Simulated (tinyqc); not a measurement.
What moves the results: inter-valley coupling by envelope functions against a chain of atomic planes. A value that a table varies takes the place of the one given here.

Chain: E(phi) = e0 + 2 v cos(phi) + 2 u cos(2 phi), cos(phi0) = -v/(4u), e0 = 2u + v^2/(4u); plane j = 0, 1, ... has the potential V_j = dE x_j + F (j - 30) a/4 (1 MV/m = 1e-4 V/angstrom). There are 30 barrier planes a side; with y = j - 29.5, x_j = xb (f(y) + f(Nw - y)), f(y) = 1/(1 + exp(y/L)), plus any Ge added in the well. The valley splitting is the spacing of the two lowest levels. Envelope theory: F_j solves a one-valley chain with hopping -b and diagonal 2b + V_j, b = 4u sin^2(phi0), sum F_j^2 = 1; the valleys couple by Dv = sum_j F_j^2 V_j exp(-2 i phi0 j) and split by 2|Dv|.

Inputs chosen for the exercise (near those of the Delta valleys of silicon in a SiGe well; shifted at random, so the results belong to these values and not to a real crystal):
- a = 5.431 angstrom (lattice constant; planes lie a/4 apart)
- u = 0.582 eV (second-neighbour hopping)
- v = 0.554 eV (nearest hopping)
- Nw = 49 (planes in the well)
- L = 1 planes (interface width)
- xb = 0.26 (Ge fraction of the barriers)
- dE = 0.59 eV (offset per unit Ge fraction)
- F = 0 MV/m (field)
- xs = 0.16 (Ge fraction added on that plane)
- xw = 0.008 (mean Ge fraction of the wiggle)
- x0 = 6465 (start of the number sequence)
- na = 4000 (atoms a plane under the dot)
- js = 65 (plane j of a Ge spike (the well starts at j = 30))

## Position of the spike

The spike is moved through the well; position counted from the first well plane, j - 30.

Against position:

| j - 30 | F_j^2, smooth | mean of the doublet (meV) | splitting, chain (micro-eV) | envelope | first order |
|---|---|---|---|---|---|
| 2 | 0.00360 | 7.33 | 490 | 476 | 680 |
| 6 | 0.00975 | 7.70 | 1213 | 1162 | 1842 |
| 10 | 0.01764 | 8.17 | 2161 | 2071 | 3330 |
| 15 | 0.02742 | 8.88 | 3581 | 3486 | 5177 |
| 20 | 0.03424 | 9.56 | 4943 | 4882 | 6465 |
| 24 | 0.03608 | 9.80 | 5413 | 5359 | 6812 |
| 32 | 0.02911 | 9.03 | 3878 | 3789 | 5496 |
| 39 | 0.01559 | 8.04 | 1906 | 1824 | 2944 |
| 47 | 0.00252 | 7.27 | 355 | 345 | 476 |

The splitting is largest at plane 24 among these rows (5413 micro-eV), and the smooth envelope peaks at plane 24, counting all planes; without a spike it is 0.90. Where the splitting exceeds 20 micro-eV the envelope theory lies within 4.3 % of the chain and first order within 54 %.

## A periodic Ge profile (wiggle well)

periods (planes): pi/phi0 1.73466, pi/(pi - phi0) 2.36118

Added fraction xw (1 - cos(2 pi (j - 30)/p)) on the well planes; p = f times the resonant period pi/(pi - phi0). At resonance the estimate is dE xw.

Against period:

| f | p (planes) | mean of the doublet (meV) | splitting, chain (micro-eV) | envelope |
|---|---|---|---|---|
| 0.90 | 2.1251 | 11.75 | 91 | 99 |
| 0.95 | 2.2431 | 11.63 | 1501 | 1560 |
| 0.98 | 2.3140 | 11.71 | 3985 | 4047 |
| 0.99 | 2.3376 | 11.76 | 4502 | 4528 |
| 1.00 | 2.3612 | 11.78 | 4694 | 4688 |
| 1.01 | 2.3848 | 11.76 | 4533 | 4512 |
| 1.02 | 2.4084 | 11.72 | 4096 | 4072 |
| 1.05 | 2.4792 | 11.63 | 1987 | 1951 |
| 1.10 | 2.5973 | 11.72 | 79 | 81 |
| 1.50 | 3.5418 | 11.78 | 9 | 9 |
| 3.00 | 7.0835 | 11.78 | 1 | 0 |

The splitting peaks at f = 1 with 4.69 meV, against the estimate dE xw = 4.72 meV, and is 0.85 and 0.87 of the value at f = 1 two per cent off to either side: the width of the resonance is set by the number of periods under the envelope. At f = 3 it is 1 micro-eV. The chain has one orbital a plane and knows only this resonance; longer periods that work through other bands are outside it.

## Random alloy fluctuations

A uniform fraction x is added on all planes. Each plane j then fluctuates by q sqrt(x_j (1 - x_j)/na) in Ge fraction, q = sqrt12 (z/2147483647 - 1/2) with z(new) = 16807 z mod 2147483647 from x0, restarted for each row; 24 samples. Theory: Dv is a complex Gaussian with sigma^2 = dE^2 sum F_j^4 x_j (1 - x_j)/na, and the mean splitting is sqrt(pi) sigma if the smooth part is negligible.

Splitting (micro-eV):

| x | sigma | sqrt(pi) sigma | mean of 24 | least | largest |
|---|---|---|---|---|---|
| 0.00 | 16.1 | 28.6 | 30.9 | 8.6 | 66.5 |
| 0.01 | 153.2 | 271.6 | 289.7 | 40.1 | 513.0 |
| 0.02 | 215.0 | 381.1 | 407.8 | 53.4 | 726.3 |
| 0.05 | 334.2 | 592.3 | 634.7 | 79.1 | 1139.4 |
| 0.10 | 459.8 | 814.9 | 873.0 | 105.5 | 1577.2 |

Without added Ge the disorder sits in the barriers, where the state is small: mean 30.9 micro-eV, against 0.90 for the smooth well. With 5 % Ge in the well the mean is 635, theory 592, with a statistical error of about 11 % for 24 samples; the miss is +7 %, and since every row reuses one sequence the rows with added Ge miss alike. The spread grows with the mean: at 5 % the samples run from 79 to 1139, so small splittings remain possible. sigma falls as 1/sqrt(na) for larger dots. A chain with one orbital a plane has no Bloch-function factor, which scales all these couplings down in fuller models.

## What each parameter does

Chain with the spike on plane js. Each row changes one parameter from the base and keeps the others.

Results:

| case | level (meV) | splitting (micro-eV) |
|---|---|---|
| base | 8.586 | 2993.8 |
| Nw = 55 | 7.567 | 3588.1 |
| L = 1.5 planes | 9.002 | 3005.6 |
| xb = 0.31 | 8.791 | 3006.8 |
| dE = 0.649 eV | 8.791 | 3187.4 |
| F = 2 MV/m | 14.302 | 2104.4 |
| js = 68 | 8.170 | 2161.4 |
| xs = 0.208 | 8.844 | 3511.0 |

The largest shifts from the base row, up to three for each result and ties (the steps differ in size, so this ranks the rows, not the parameters). level (meV): F +5.716, Nw -1.019, L +0.417. splitting (micro-eV): F -889.4, js -832.4, Nw +594.3.

tinyqc: `OMP_NUM_THREADS=1 python tinyqc.py 1482022 1482023 out.jsonl`; about 0.08 s, one thread, shared Intel(R) Xeon(R) Processor @ 2.30GHz.
